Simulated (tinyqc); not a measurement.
# From breathing wavenumber back to size L

Model: Raman line shape of confined optical phonons and breathing modes of small crystals. Computed by tinyqc, a small Python program. Command: `OMP_NUM_THREADS=1 python tinyqc.py 3021404 3021405 out.jsonl confine inv`. One thread of a shared host (Intel(R) Xeon(R) Processor @ 2.30GHz), about 0.03 s of CPU time with the checks.

Confinement in 1 direction(s) lets phonons with q away from zero scatter light. q is in units of 2 pi/a, from 0 to 1, and the branch is isotropic: omega(q)^2 = (omega_0^2 + omega_X^2)/2 + ((omega_0^2 - omega_X^2)/2) cos(pi q). The model and its constant beta are phenomenological; beta = 8 is the common choice.

Inputs (values chosen for the exercise, modelled on germanium): longitudinal velocity = 5190 m/s; transverse velocity = 3240 m/s.

Shape: film.

Constants: c = 299792458 m/s.

Method. The lowest longitudinal standing wave has half a wavelength across the film: f = v_L/(2 L); the lowest shear one f = v_T/(2 L).

Question. A run gave the result below. Find the size L, known to lie between 7.9 and 15 nm.

breathing wavenumber = 9.005398 1/cm

Answer.

Each step takes the trial c = (a f_b - b f_a)/(f_b - f_a), f being the result less the target and a, b, c the logarithms of the listed values; c replaces end b, the old b replaces a if the sign of f changed, and otherwise f_a is halved.

Scan of the range:
```
size L (nm),breathing wavenumber (1/cm)
7.90,10.9569
8.79,9.8475
9.78,8.8507
10.90,7.9413
12.10,7.1537
13.50,6.4118
15.00,5.7707
```

False position (Illinois rule, in the logarithm of the input) inside the bracket:
```
step,end a,end b,trial,breathing wavenumber (1/cm)
1,8.79000,9.78000,9.61936,8.99851
2,8.79000,9.61936,9.60541,9.01158
3,9.61936,9.60541,9.61200,9.00540
4,9.60541,9.61200,9.61200,9.00540
```

Breathing wavenumber falls at every point of a 13-point scan of the range (every second point is shown), so one value fits; it is bracketed by 8.79 and 9.78. The scan shows a pure power law with exponent -1.000, so scaling from any one row also gives the answer directly. Answer: size L = 9.612 nm.
